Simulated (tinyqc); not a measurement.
Inside a calculation: free-carrier optics of a doped semiconductor (Drude model with one polar phonon). Values are carried at full precision from step to step, so a last printed digit may differ when a step is redone from the rounded ones.

eps(E) = ei [1 - Ep^2/(E^2 + i E Gam)] + (es - ei) wT^2/(wT^2 - E^2 - i E gT), with Ep^2 = 8 pi c (e^2/(4 pi eps0)) N/(m ei), c = hbar^2/2m0, N in 1/angstrom^3 (1e-24 per 1/cm^3); Gam = hbar/tau, tau = mu m m0/e with m0/e = 5.685630e-12 kg/C and mu in m^2/(V s). Energies in meV.

Constants: hbar^2/2m0 = 3.80998211 eV angstrom^2; e^2/(4 pi eps0) = 14.39964547 eV angstrom; hbar = 6.58211957e-16 eV s; hbar c = 1973.269805 eV angstrom.

Values chosen for the exercise (mass and dielectric values near those of GaN; N and mu are free inputs; interband absorption and the rise of the mass with filling are left out; shifted at random, so the results belong to these values and not to a real crystal):

| symbol | value | unit | meaning |
|---|---|---|---|
| N | 1.4e+19 | 1/cm^3 | carrier density |
| m | 0.221 | m0 | conductivity mass |
| mu | 68 | cm^2/(V s) | mobility |
| ei | 5.4 |  | high-frequency dielectric constant |
| wT | 69 | meV | TO phonon |
| es | 9.73 |  | static dielectric constant |
| gT | 0.7 | meV | phonon damping |
| E | 221.7 | meV | photon energy |

## Plasma energy and damping

Evaluate Ep, tau, Gam, the plasma wavelength hc/Ep (hc = 1239.841984 eV nm) and the dc resistivity 1/(e N mu), e = 1.602176634e-19 C.

Ep = 127.18 meV
tau = 8.54 fs
Gam = 77.03 meV
plasma wavelength = 9.75 micrometre
rho = 0.00656 ohm cm

Ep/Gam = 1.65: the edge is smeared by scattering.

## Dielectric function at one energy

Insert the numbers.

free-carrier term = -1.5857+0.5510i
eps = 3.3499+0.5526i

## Optical constants

n + i k = sqrt(eps1 + i eps2) with k >= 0; R = ((n - 1)^2 + k^2)/((n + 1)^2 + k^2) at normal incidence from vacuum; alpha = 2 E k/(hbar c), times 1e8 for 1/cm; loss function Im(-1/eps) = eps2/(eps1^2 + eps2^2).

Convert eps at the photon energy E (in meV) into the optical constants.

n = 1.8365
k = 0.1505
R = 0.0895
alpha = 3.38e+03 1/cm

Light of this energy penetrates 1/alpha = 2.96 micrometre.

## Coupled plasmon-phonon modes

Without damping eps = 0 gives E^4 - (wL^2 + Ep^2) E^2 + Ep^2 wT^2 = 0 with wL = wT sqrt(es/ei) (Lyddane-Sachs-Teller).

wL = 92.62 meV

L-, L+ (meV): 60.41  145.28

L+ lies 18.09 meV above the larger of wL and Ep; L- lies below wT by 8.59 meV.

## Checks

- Integral of E eps2 of the free-carrier term against (pi/2) ei Ep^2 (meV^2): both 1.3721e+05.

Run: tinyqc, `OMP_NUM_THREADS=1 python tinyqc.py 1650129 1650130 out.jsonl`; Intel(R) Xeon(R) Processor @ 2.30GHz, one thread, shared host; about 0.01 s of CPU time with all checks.
